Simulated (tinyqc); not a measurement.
Inside a calculation. Method: one-electron ion in a basis of Gaussians. Computed by tinyqc, a small Python program that keeps every step. Settings: Z = 4, l = 1. Command: `OMP_NUM_THREADS=1 python tinyqc.py 23774 23775 out.jsonl` (the two numbers bound the seeds that draw the settings). One thread of a shared host (Intel(R) Xeon(R) Processor @ 2.60GHz), about 0.01 s of CPU time with the checks.

## Matrices over normalised Gaussians

exponents of r^l exp(-a r^2) (1/bohr^2): [0.23710, 0.61850, 1.61400, 4.21000, 10.98000, 28.65000, 74.74000]

Z = 4

l = 1

With p = a_i + a_j and I(k) = Gamma((k+1)/2) / (2 p^((k+1)/2)): S = I(2l+2), T = (2l+3) a_i a_j S / p, V = -Z I(2l+1), each divided by sqrt(S_ii S_jj).

S:
$$\begin{pmatrix}
1.00000 & 0.75812 & 0.36521 & 0.13533 & 0.04439 & 0.01383 & 0.00423 \\
0.75812 & 1.00000 & 0.75797 & 0.36523 & 0.13536 & 0.04438 & 0.01383 \\
0.36521 & 0.75797 & 1.00000 & 0.75815 & 0.36542 & 0.13538 & 0.04439 \\
0.13533 & 0.36523 & 0.75815 & 1.00000 & 0.75820 & 0.36531 & 0.13536 \\
0.04439 & 0.13536 & 0.36542 & 0.75820 & 1.00000 & 0.75801 & 0.36523 \\
0.01383 & 0.04438 & 0.13538 & 0.36531 & 0.75801 & 1.00000 & 0.75810 \\
0.00423 & 0.01383 & 0.04439 & 0.13536 & 0.36523 & 0.75810 & 1.00000
\end{pmatrix}$$

T (hartree):
$$\begin{pmatrix}
0.59275 & 0.64969 & 0.37750 & 0.15188 & 0.05151 & 0.01626 & 0.00499 \\
0.64969 & 1.54625 & 1.69462 & 0.98481 & 0.39629 & 0.13433 & 0.04242 \\
0.37750 & 1.69462 & 4.03500 & 4.42270 & 2.57105 & 1.03423 & 0.35068 \\
0.15188 & 0.98481 & 4.42270 & 10.52500 & 11.53673 & 6.70461 & 2.69738 \\
0.05151 & 0.39629 & 2.57105 & 11.53673 & 27.45000 & 30.08475 & 17.48265 \\
0.01626 & 0.13433 & 1.03423 & 6.70461 & 30.08475 & 71.62500 & 78.50458 \\
0.00499 & 0.04242 & 0.35068 & 2.69738 & 17.48265 & 78.50458 & 186.85000
\end{pmatrix}$$

V (hartree):
$$\begin{pmatrix}
-2.07207 & -2.11007 & -1.49514 & -0.85874 & -0.44736 & -0.22370 & -0.11009 \\
-2.11007 & -3.34664 & -3.40777 & -2.41491 & -1.38715 & -0.72240 & -0.36129 \\
-1.49514 & -3.40777 & -5.40618 & -5.50539 & -3.90215 & -2.24095 & -1.16723 \\
-0.85874 & -2.41491 & -5.50539 & -8.73132 & -8.89178 & -6.30118 & -3.61900 \\
-0.44736 & -1.38715 & -3.90215 & -8.89178 & -14.10068 & -14.35851 & -10.17487 \\
-0.22370 & -0.72240 & -2.24095 & -6.30118 & -14.35851 & -22.77724 & -23.19471 \\
-0.11009 & -0.36129 & -1.16723 & -3.61900 & -10.17487 & -23.19471 & -36.78878
\end{pmatrix}$$

## Generalised eigenproblem

H = T + V (hartree):
$$\begin{pmatrix}
-1.47932 & -1.46038 & -1.11764 & -0.70686 & -0.39585 & -0.20743 & -0.10510 \\
-1.46038 & -1.80039 & -1.71315 & -1.43011 & -0.99086 & -0.58807 & -0.31886 \\
-1.11764 & -1.71315 & -1.37118 & -1.08269 & -1.33110 & -1.20672 & -0.81655 \\
-0.70686 & -1.43011 & -1.08269 & 1.79368 & 2.64495 & 0.40343 & -0.92162 \\
-0.39585 & -0.99086 & -1.33110 & 2.64495 & 13.34932 & 15.72624 & 7.30778 \\
-0.20743 & -0.58807 & -1.20672 & 0.40343 & 15.72624 & 48.84776 & 55.30987 \\
-0.10510 & -0.31886 & -0.81655 & -0.92162 & 7.30778 & 55.30987 & 150.06122
\end{pmatrix}$$

Solve H C = S C e through S^(-1/2); each column has its largest component positive (the first on a tie).

eigenvalues of S: [0.02207, 0.06683, 0.18903, 0.47885, 1.07072, 2.04029, 3.13221]

eigenvalues (hartree): [-1.99988, -0.78244, 1.27089, 8.25685, 29.31427, 90.16346, 268.45092]

coefficients:
$$\begin{pmatrix}
0.22628 & 1.40255 & -1.08977 & 0.51244 & -0.24966 & 0.12881 & -0.06751 \\
0.55603 & -0.91051 & 2.37232 & -1.55423 & 0.79168 & -0.40550 & 0.21077 \\
0.28251 & -0.15031 & -1.78582 & 2.60324 & -1.64978 & 0.86584 & -0.44548 \\
0.07695 & -0.10104 & 0.13753 & -2.17101 & 2.59301 & -1.61040 & 0.83970 \\
0.01693 & -0.00260 & -0.11652 & 0.32364 & -2.29508 & 2.47975 & -1.48610 \\
0.00304 & -0.00566 & 0.01896 & -0.12062 & 0.39180 & -2.22038 & 2.21828 \\
0.00086 & -0.00001 & -0.00648 & 0.01818 & -0.09162 & 0.28446 & -1.86071
\end{pmatrix}$$

For Z = 4 and l = 1 the exact lowest level is -Z^2/(2 n^2) with n = l + 1: -2.000000 hartree.
